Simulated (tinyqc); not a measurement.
The basis set: RHF and MP2 along a ladder of basis sets, for H3+, spin multiplicity 1. Computed by the program tinyqc with PySCF. Command: `OMP_NUM_THREADS=1 python tinyqc.py 114900 114901 out.jsonl`; one thread of a shared host (Intel(R) Xeon(R) Processor @ 2.60GHz), about 0.9 s.

Geometry (angstrom):

| atom | x | y | z |
|---|---|---|---|
| H | 0.0000 | 0.0000 | 0.0000 |
| H | 0.0000 | 0.0000 | 0.8140 |
| H | 0.0000 | 0.7050 | 0.4070 |

Same geometry throughout; the dipole is taken about the origin.

RHF and frozen-core MP2 in a ladder of bases:

| basis | functions | E(RHF) (hartree) | E(MP2 corr) (hartree) | HOMO (eV) | LUMO (eV) | dipole (debye) |
|---|---|---|---|---|---|---|
| sto-3g | 3 | -1.21934 | -0.01624 | -34.576 | 0.146 | 2.257 |
| 3-21g | 6 | -1.26893 | -0.02175 | -34.197 | -4.426 | 2.257 |
| 6-31g | 6 | -1.27332 | -0.02168 | -34.231 | -4.613 | 2.257 |
| 6-31g** | 15 | -1.29201 | -0.03036 | -34.194 | -4.546 | 2.257 |
| cc-pvdz | 15 | -1.28805 | -0.02827 | -34.169 | -4.835 | 2.257 |
| aug-cc-pvdz | 27 | -1.28830 | -0.02872 | -34.165 | -5.149 | 2.257 |
| cc-pvtz | 42 | -1.29693 | -0.03378 | -34.216 | -4.973 | 2.257 |

From cc-pVDZ to cc-pVTZ the RHF energy falls by 8.9 mhartree and the correlation energy by 5.5. If valence correlation converges as X^-3, (27 E(T) - 8 E(D))/19 gives -0.0361 hartree, a rough estimate from such small X that usually falls short; STO-3G holds about 45 % of it. Beyond STO-3G the LUMO moves by 0.7 eV and the HOMO by 0.1 eV.
